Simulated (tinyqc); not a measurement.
# Insulator thickness and V0 from two charges

Problem. In an undoped wire Vg - V0 = Q/Cox + Vt ln(Q/Q0) + Vt ln(1 + Q/Q0) at the source, with Q0 = 4 eps0 eps_r Vt/R and Cox = eps0 eox/(R ln(1 + tox/R)). Find Cox, tox and V0.

Values chosen for this exercise; material values close to those of silicon:
- T = 325 K (temperature)
- eps_r = 11.5 (relative permittivity of the semiconductor)
- eox = 3.79 (relative permittivity of the gate insulator)
- R = 20 nm (wire radius)

Constants: q = 1.602176634e-19 C, kB = 1.380649e-23 J/K, Vt = kB T/q, eps0 = 8.8541878128e-14 F/cm where lengths are in cm. Results are converted to the units shown.

Qs at Vg = 0.73 and 1.13 V (nC/cm^2): [226.11648, 599.25801]

Solution. The two equations are linear in 1/Cox and V0; tox follows by inverting the logarithm.

Cox = 1.069 uF/cm^2
tox = 3.400 nm
V0 = 0.4350 V

Numbers from tinyqc (`OMP_NUM_THREADS=1 python tinyqc.py 2460087 2460088 out.jsonl`; about 0.02 s on one thread of a shared Intel Xeon 2.30GHz).
